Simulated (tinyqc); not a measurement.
Thermal stress and diffusional relaxation in a metal film: Coble and Nabarro-Herring creep, cooling and holds. From stress at 25 C back to cooling rate. Computed by tinyqc, a small Python program. Command: `OMP_NUM_THREADS=1 python tinyqc.py 3023657 3023658 out.jsonl creep inv`. One thread of a shared host (Intel(R) Xeon(R) Processor @ 2.30GHz), about 0.6 s of CPU time with the checks.

A thin film on a rigid substrate is stress-free at T0. Tension is positive and the film creeps linearly: d sigma/dt = -M (mismatch) dT/dt - sigma/tau.

Inputs (values chosen for the exercise, modelled on aluminium films on silicon):
```
quantity                           value        unit
biaxial modulus M                    106         GPa
expansion mismatch                  20.8      1e-6/K
atomic volume Omega                 16.6  angstrom^3
lattice prefactor D0             0.00015       m^2/s
lattice energy E                    1.47          eV
boundary prefactor (delta D_b)0  6.2e-14       m^3/s
boundary energy E_b                0.854          eV
grain size d                        0.84          um
stress-free temperature T0           350           C
hold temperature T                   130           C
```

Constants: k_B = 1.380649e-23 J/K; k_B = 8.617333262e-05 eV/K.

Method:
- Thermoelastic slope = M x mismatch; sigma_0 = slope x (T0 - T).
- Creep rate per stress: Nabarro-Herring 14 D Omega/(k_B T d^2), Coble (14 pi) delta D_b Omega/(k_B T d^3), with D = D0 exp(-E/(k_B T)), delta D_b = (delta D_b)0 exp(-E_b/(k_B T)); 1/tau = M x (sum of both)/2 (biaxial strain rate is half the uniaxial one).
- Temperatures in kelvin are T(C) + 273.15.
- Cooling from T0 at the constant rate: d sigma/dT = -slope + sigma/(tau(T) x rate), integrated to 25 C (stiff solver, tolerance 1e-9).
- Effective stress-free temperature T_eff = 25 C + sigma/slope.

Task: A run gave the result below. Find the cooling rate, known to lie between 88 and 200 C/min.

stress at 25 C = 286.3808 MPa

Result:

Each step takes the trial c = (a f_b - b f_a)/(f_b - f_a), f being the result less the target and a, b, c the logarithms of the listed values; c replaces end b, the old b replaces a if the sign of f changed, and otherwise f_a is halved.

Scan of the range:
```
cooling rate (C/min)  stress at 25 C (MPa)
88                                 278.630
101                                283.977
116                                289.412
133                                294.840
152                                300.200
174                                305.687
200                                311.404
```

False position (Illinois rule, in the logarithm of the input) inside the bracket:
```
step    end a    end b    trial  stress at 25 C (MPa)
1     101.000  116.000  107.379               286.373
2     116.000  107.379  107.400               286.381
3     116.000  107.400  107.400               286.381
4     107.400  107.400  107.400               286.381
5     107.400  107.400  107.400               286.381
6     107.400  107.400  107.400               286.381
7     107.400  107.400  107.400               286.381
8     107.400  107.400  107.400               286.381
```

Stress at 25 C rises at every point of a 13-point scan of the range (every second point is shown), so one value fits; it is bracketed by 101 and 116. Answer: cooling rate = 107.4 C/min.

Caution: bulk creep laws overstate relaxation in a bonded film, and dislocation glide would cap stresses above the yield stress.
